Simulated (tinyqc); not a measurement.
Classical Heisenberg spin chain: exact results, Metropolis, heat-bath and over-relaxation steps, and a Monte Carlo run: one step, computed by the program tinyqc. Command: `OMP_NUM_THREADS=1 python tinyqc.py 3130110 3130111 out.jsonl heismc walk`. One thread of a shared host (Intel(R) Xeon(R) Processor @ 2.30GHz), about 0.1 s of CPU time with the checks.

E = -J sum_i s_i . s_(i+1) for unit vectors s_i on an open chain; K = J/(k_B T).

Problem. Exact results. Each bond angle is independent, so u = <s_i . s_(i+1)> = coth K - 1/K, <s_i . s_(i+n)> = u^n, correlation length xi = -1/ln|u|, energy per bond -J u, heat capacity per bond c/k_B = 1 - K^2/sinh^2 K, and for the long chain chi = mu^2 (1 + u)/(3 k_B T (1 - u)) per spin.

Inputs (values chosen for the exercise, for a model chain of large moments): coupling J = 32 meV; temperature T = 89.1 K; moment mu = 2.4 mu_B.

Constants: k_B = 8.617333262e-05 eV/K; mu_B = 5.7883818060e-05 eV/T.

Give: K; u; xi; energy per bond; heat capacity; chi over the Curie value; chi.

Solution.

K = 4.168

u = 0.7605

xi = 3.653 sites

energy per bond = -24.34 meV

heat capacity = 0.9833 k_B/bond

chi over the Curie value = 7.352

chi = 0.1064 mu_B/T per spin

For |K| >> 1, |u| = 1 - 1/|K| and xi = |K| - 1/2 = 3.67: the chain orders only at T = 0, and c tends to k_B, not to zero, a failure of classical spins.
